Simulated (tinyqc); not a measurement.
From results back to parameters: interband optics of a two-band s-p chain from momentum matrix elements. Five cases, with inputs chosen for the exercise.

Problem. At k = 0 the chain has the gap D0 = Es - Ep_ - 2 (ts + tp), w0 = 4 a^2 V^2, and masses 2c/mc = 2 ts a^2 + 2 w0/D0, 2c/mv = 2 tp a^2 + 2 w0/D0 (c = hbar^2/2m0, mv positive for holes). The oscillator strength there is f0 = w0/(c D0). V, ts and tp are hidden.

Constants: hbar^2/2m0 = 3.80998211 eV angstrom^2.

Find: V; ts; tp.

Method. w0 = f0 c D0 gives V; 1/mc - f0 = ts a^2/c and 1/mv - f0 = tp a^2/c.

Case 1.

Values chosen: a = 4.21 angstrom (period).
D0 = 3.2300 eV
f0 = 1.93800

mc, mv (m0): 0.280410  0.196026

Solution.

V = 0.58 eV
ts = 0.35 eV
tp = 0.68 eV

Case 2.

Values chosen: a = 4.24 angstrom (period).
D0 = 4.3100 eV
f0 = 7.06316

mc, mv (m0): 0.104046  0.112317

Solution.

V = 1.27 eV
ts = 0.54 eV
tp = 0.39 eV

Case 3.

Values chosen: a = 3.39 angstrom (period).
D0 = 4.0600 eV
f0 = 4.20828

mc, mv (m0): 0.174934  0.196734

Solution.

V = 1.19 eV
ts = 0.50 eV
tp = 0.29 eV

Case 4.

Values chosen: a = 3.4 angstrom (period).
D0 = 5.0500 eV
f0 = 2.50037

mc, mv (m0): 0.278346  0.267068

Solution.

V = 1.02 eV
ts = 0.36 eV
tp = 0.41 eV

Case 5.

Values chosen: a = 4.15 angstrom (period).
D0 = 5.0100 eV
f0 = 2.42674

mc, mv (m0): 0.187978  0.201688

Solution.

V = 0.82 eV
ts = 0.64 eV
tp = 0.56 eV

Computed by tinyqc, one run a case: `OMP_NUM_THREADS=1 python tinyqc.py N N+1 out.jsonl` with N = 1681779, 1681813, 1681830, 1681874, 1681942; one thread of a shared Intel(R) Xeon(R) Processor @ 2.30GHz, about 0.01 s a run at most.
